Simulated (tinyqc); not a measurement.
Planar metal-insulator-metal capacitor: capacitance, non-linearity, leakage and relaxation: one step of the calculation.

A film between two metal electrodes, each interface adding a series capacitance ci. The small-signal permittivity is ek (1 + aq E^2); the field is found with the linear permittivity. Leakage J = J0 sinh(E/Ef). After a voltage step the film passes a relaxation current kr C V tt^(-nr), tt being the time in seconds.

Question. Planar capacitance, field and non-linearity. Planar film: Cf = eps0 ek/t, 1/C = 1/Cf + 2/ci, EOT = 3.9 eps0/C, effective permittivity C t/eps0, E = (V/t) C/Cf; quadratic coefficient [C(V)/C - 1]/V^2 with Cf (1 + aq E^2) in C(V).

Parameters, values chosen for the exercise; permittivity of the order of that of silicon nitride: relative permittivity of the film ek = 7.11; film thickness t = 6.8 nm; capacitance of each electrode interface (dead layer and screening) ci = 81 uF/cm^2; quadratic field coefficient of the permittivity aq = 0.0032 cm^2/MV^2; bias V = 1.2 V; leakage prefactor J0 = 8.8e-11 A/cm^2; field for an e-fold rise of the leakage Ef = 0.49 MV/cm.

Constants: eps0 = 8.8541878128e-14 F/cm where lengths are in cm. Results are converted to the units shown.

Give: Cf; C; EOT; effective permittivity; E; quadratic coefficient; J.

Answer.

Cf = 0.9258 uF/cm^2
C = 0.9051 uF/cm^2
EOT = 3.815 nm
effective permittivity = 6.951
E = 1.725 MV/cm
quadratic coefficient = 6465 ppm/V^2
J = 1.487e-9 A/cm^2

The interfaces take 2.23 % of the voltage.

tinyqc, about 0.01 s, one thread, Intel Xeon 2.30GHz (shared host): `OMP_NUM_THREADS=1 python tinyqc.py 2102061 2102062 out.jsonl`
